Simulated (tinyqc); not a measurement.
Inside a calculation. Model: charge neutrality of a doped semiconductor with incomplete ionisation. Computed by tinyqc, a small Python program that keeps every step. Command: `OMP_NUM_THREADS=1 python tinyqc.py 3009282 3009283 out.jsonl dopant walk`. One thread of a shared host (Intel(R) Xeon(R) Processor @ 2.30GHz), about 0.02 s of CPU time with the checks. Intermediate numbers are printed to about 6 digits and carried at full precision; extremes and crossings named in words are read from the listed rows.

Energies are counted from the top of the valence band; E_D is measured down from the conduction band and E_A up from the valence band.

Inputs (values chosen for the exercise, for a model semiconductor): gap at 0 K E_g0 = 0.862 eV; Varshni alpha = 0.000319 eV/K; Varshni beta = 153 K; electron mass m_e = 0.0381 m_0; valleys M_c = 1; hole mass m_h = 0.294 m_0; donor density N_D = 3.7e+14 cm^-3; acceptor density N_A = 5e+12 cm^-3; donor depth E_D = 0.00279 eV; acceptor depth E_A = 0.0238 eV; donor degeneracy g_D = 2; acceptor degeneracy g_A = 2; temperature T = 350 K; iteration cap = 60.

Doping: n-type, compensated. Statistics of the bands: Fermi-Dirac. Solver: Newton steps on the logarithm. Start of Newton steps: intrinsic level E_i.

ratios u of density to N: [0.0037, 0.015, 0.059, 0.23, 0.93, 3.7, 15]

Constants: m_0 = 9.1093837015e-31 kg; k_B = 1.380649e-23 J/K; h = 6.62607015e-34 J s; k_B = 8.617333262e-05 eV/K.

## Gap and effective densities of states

E_g = E_g0 - alpha T^2/(T + beta). N_c = 2 M_c (2 pi m_e k_B T/h^2)^(3/2) and N_v = 2 (2 pi m_h k_B T/h^2)^(3/2), masses in units of m_0. n_i = sqrt(N_c N_v) exp(-E_g/(2 k_B T)); E_i = E_g/2 + (k_B T/2) ln(N_v/N_c).

gap E_g = 0.784311 eV

N_c = 2.35169e+17 cm^-3

N_v = 5.04096e+18 cm^-3

k_B T = 0.0301607 eV

intrinsic density n_i = 2.45558e+12 cm^-3

intrinsic level E_i = 0.438378 eV

## Charges at trial Fermi levels

n = N_c F_1/2((E_F - E_g)/k_B T), p = N_v F_1/2(-E_F/k_B T). F_1/2(eta) = (2/sqrt(pi)) int_0^infinity sqrt(x)/(1 + exp(x - eta)) dx, by the trapezoid rule in t = sqrt(x) with step 0.02 up to t = 12 (for eta < -12 by exp(eta) - exp(2 eta)/2^(3/2)). N_D+ = N_D/(1 + g_D exp((E_F - E_g + E_D)/k_B T)). N_A- = N_A/(1 + g_A exp((E_A - E_F)/k_B T)). Neutrality: p + N_D+ = n + N_A-; the log ratio is ln[(p + N_D+)/(n + N_A-)]. The last column is ln[(p + N_D+)/(n + N_A-)], which vanishes at neutrality; trial levels are the majority level plus multiples of k_B T, rounded to 0.1 meV.

Densities (cm^-3):
```
E_F (eV)            n            p         N_D+         N_A-  log ratio
0.6006    5.31751e+14  1.13306e+10  3.68172e+14  5.00000e+12    -0.3770
0.6910    1.04933e+16  5.65654e+08  3.36533e+14  5.00000e+12    -3.4403
0.7514    7.10087e+16  7.63536e+07  2.13045e+14  5.00000e+12    -5.8091
0.8117    3.48787e+17  1.03406e+07  5.74548e+13  5.00000e+12    -8.7112
0.8720    1.01533e+18  1.40044e+06  8.98780e+12  5.00000e+12   -11.6349
```

The log ratio keeps its sign here: E_F lies below all these trials.

## Solving for the Fermi level

Newton steps from the start named, with the slope from a central difference of 1e-6 eV; the function is the log ratio y = ln[(p + N_D+)/(n + N_A-)]; the bracket -0.3 to E_g + 0.3 eV is narrowed by the sign of y at each step, and a step that would leave it is replaced by its midpoint; stop when |log ratio| < 1e-9.

Course of the iteration:
```
step  E_F (eV)     log ratio
1     0.438378   3.91113e+00
2     0.789480  -7.60248e+00
3     0.635654  -1.54183e+00
4     0.589619  -1.56601e-02
5     0.589141  -2.00883e-06
6     0.589141  -1.72529e-13
```

Fermi level E_F (last iterate) = 0.589141 eV

converged (1 yes, 0 no) = 1

steps = 6

Converged in 6 steps.

## Densities at the solution

The formulas are those given above.

majority density n = 3.63765e+14 cm^-3

minority density p = 1.65673e+10 cm^-3

ionised share of the donors = 0.996616

distance of E_F from the majority band edge = 0.195170 eV

n is 99.7 % of the net doping; n p / n_i^2 = 0.9995.

## The closed form for the extrinsic range

With Boltzmann statistics, no holes and every acceptor ionised, n (n + N_A) = n1 (N_D - N_A - n) with n1 = (N_c/g_D) exp(-E_D/k_B T). Take the positive root.

n1 = 1.07195e+17 cm^-3

n from the quadratic = 3.63749e+14 cm^-3

Against the full solution, 3.6376e14 cm^-3, the quadratic is off by -0.0044 %.

## Carrier density against temperature

Neutrality is solved by bisection at each T. The last column is -k_B d ln(n T^-3/2)/d(1/T) from this row and the one above; it turns negative as ionisation nears completion, when the density grows more slowly than that power of T.

Against temperature:
```
T (K)    n (cm^-3)  E_F from the band edge (eV)  ionised share  activation energy (eV)
4.6    5.36538e+12                     0.001659       0.028015                       -
7.2    3.31102e+13                     0.001877       0.103001             1.26000e-03
11.0   9.31886e+13                     0.002482       0.265375             7.16728e-04
16.0   1.68206e+14                     0.003570       0.468124             8.65188e-05
300.0  3.63401e+14                     0.161333       0.995677            -5.28178e-03
600.0  2.74501e+15                     0.271817       0.989122             5.07896e-02
```

Between the two coldest rows the activation energy is 0.00126 eV, 0.45 of the dopant depth. The density is within 10 % of the net doping in one row, 300 K. From 600 K carriers excited across the gap add to it.

## Reduced Fermi level from a carrier density

For u = density/N of the majority band, eta solves F_1/2(eta) = u (bisection). Boltzmann: ln u. Joyce-Dixon: ln u + u/sqrt(8) - 4.95009e-3 u^2 + 1.48386e-4 u^3 - 4.42563e-6 u^4. Degenerate limit: (3 sqrt(pi) u/4)^(2/3). The last column is (eta - ln u) k_B T.

Eta by four rules:
```
u       density (cm^-3)     exact  Boltzmann  Joyce-Dixon  degenerate  Boltzmann error (meV)
0.0037      8.70124e+14  -5.59811   -5.59942     -5.59811     0.02892            3.94526e-02
0.015       3.52753e+15  -4.19440   -4.19971     -4.19440     0.07353            1.59918e-01
0.059       1.38750e+16  -2.80938   -2.83022     -2.80938     0.18323            6.28622e-01
0.23        5.40888e+16  -1.38862   -1.46968     -1.38862     0.45385            2.44474e+00
0.93        2.18707e+17   0.25207   -0.07257      0.25207     1.15189            9.79134e+00
3.7         8.70124e+17   2.55547    1.30833      2.55540     2.89218            3.76144e+01
15          3.52753e+18   7.23782    2.70805      7.17434     7.35335            1.36621e+02
```

Boltzmann statistics place E_F within 1 meV of the exact value up to u = 0.0590 of those listed and miss by 137 meV at u = 15. Joyce-Dixon stays within 0.01 in eta up to u = 3.70; the degenerate limit is still 1.6 % high at the last u. A parabolic band is assumed throughout.

Checks made by the program: neutrality at the solution (relative difference below 1e-10).
